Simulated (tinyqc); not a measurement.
Mesh and choice of bands: charge neutrality level from zone-averaged pseudopotential bands.

Empirical pseudopotential on the fcc lattice, atoms at +/- tau, tau = a (1,1,1)/8, no spin-orbit coupling. H(G,G') = c (2 pi/a)^2 |k + G|^2 delta + VS(q) cos(q.tau) + i VA(q) sin(q.tau), q = G - G', c = hbar^2/2m0; k and G in units of 2 pi/a; VS at |q|^2 = 3, 8, 11 and VA at 3, 4, 11, in rydberg, zero elsewhere. At each k the basis holds all G with |k + G|^2 up to 16; energies are counted from the fourth level at Gamma.

Mesh: k = sum_i (n_i + 1/2)/N b_i, n_i = 0 ... N - 1, b = (-1,1,1), (1,-1,1), (1,1,-1); points with the same sorted |kx|, |ky|, |kz| after folding to the shortest k + G are joined, with their count as weight. Neutrality (branch-point) level: E_N = (1/2) mean over k of [E5 + (E3 + E4)/2], E_n the n-th level from below.

Constants: hbar^2/2m0 = 3.80998211 eV angstrom^2; Ry = 13.60569312 eV.

Inputs chosen for the exercise (out of a larger set: classic local form factors of the size used for Ge, without spin-orbit coupling; not measured data): a = 5.664 angstrom (lattice constant); VS = (-0.227, 0.01, 0.06) Ry (symmetric form factors); VA = (0, 0, 0) Ry (antisymmetric form factors).

E_N with E5 alone, and with (E5 + E6)/2 in its place.

Results:

| N | joined points | E_N (eV) | E_N, two conduction bands (eV) |
|---|---|---|---|
| 1 | 1 | -0.0994 | 0.7082 |
| 2 | 2 | -0.1923 | 0.5309 |
| 3 | 6 | 0.0693 | 0.4417 |
| 4 | 10 | 0.0387 | 0.4577 |
| 5 | 19 | 0.0520 | 0.4481 |

What does the comparison show, and why?

For scale, the lowest gap of this set is 0.91 eV. Against N = 5 the errors are -151, -244, +17 and -13 meV for N = 1 to 4 (N = 1 is the L point alone). Taking the second conduction band in moves E_N by +0.40 eV, more than the mesh error at N = 2: the definition, not the mesh, limits the estimate. Local form factors place the indirect gaps only to a few tenths of an eV, and E_N moves with them.

tinyqc: `OMP_NUM_THREADS=1 python tinyqc.py 1881130 1881131 out.jsonl`; about 0.09 s, one thread, shared Intel(R) Xeon(R) Processor @ 2.30GHz.
